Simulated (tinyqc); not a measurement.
# From <m> back to coupling J

Model: q-state Potts model on a small periodic square lattice: enumeration, Metropolis, heat-bath and Wolff steps. Computed by tinyqc, a small Python program. Command: `OMP_NUM_THREADS=1 python tinyqc.py 3110814 3110815 out.jsonl potts inv`. One thread of a shared host (Intel(R) Xeon(R) Processor @ 2.30GHz), about 0.03 s of CPU time with the checks.

E = -J x (number of nearest-neighbour bonds with equal states); n x n sites with periodic edges have 2 n^2 bonds. Order parameter m = (q f - 1)/(q - 1), f being the largest share of one state. Sites are numbered row by row from 0. Here q = 2 and n = 4.

Inputs (values chosen for the exercise, for a model of domains or grain orientations): number of states q = 2; edge n = 4; temperature T = 477 K.

Constants: k_B = 8.617333262e-05 eV/K.

Method:
- K = J/(k_B T); the infinite square lattice orders at K_c = ln(1 + sqrt(q)); Wolff bond probability p = 1 - exp(-K).
- All q^(n^2) states are counted by their number b of equal bonds; weights g(b) exp(K b), K = J/(k_B T). Per site: u = -J <b>/n^2, c/k_B = K^2 (<b^2> - <b>^2)/n^2.
- The same sums with m: <m> and the Binder ratio U = 1 - <m^4>/(3 <m^2>^2).

Question. A run gave the result below. Find the coupling J, known to lie between 12 and 32 meV.

<m> = 0.4168414

Answer.

Each step takes the trial c = (a f_b - b f_a)/(f_b - f_a), f being the result less the target and a, b, c the logarithms of the listed values; c replaces end b, the old b replaces a if the sign of f changed, and otherwise f_a is halved.

Scan of the range:
```
coupling J (meV)       <m>
12.0              0.285188
14.1              0.309868
16.6              0.345223
19.6              0.398428
23.1              0.478338
27.2              0.595075
32.0              0.740305
```

False position (Illinois rule, in the logarithm of the input) inside the bracket:
```
step    end a    end b    trial       <m>
1     19.6000  23.1000  20.3563  0.413993
2     23.1000  20.3563  20.4705  0.416425
3     23.1000  20.4705  20.5036  0.417133
4     20.4705  20.5036  20.4900  0.416841
5     20.5036  20.4900  20.4900  0.416841
```

<m> rises at every point of a 13-point scan of the range (every second point is shown), so one value fits; it is bracketed by 19.6 and 23.1. Answer: coupling J = 20.49 meV.
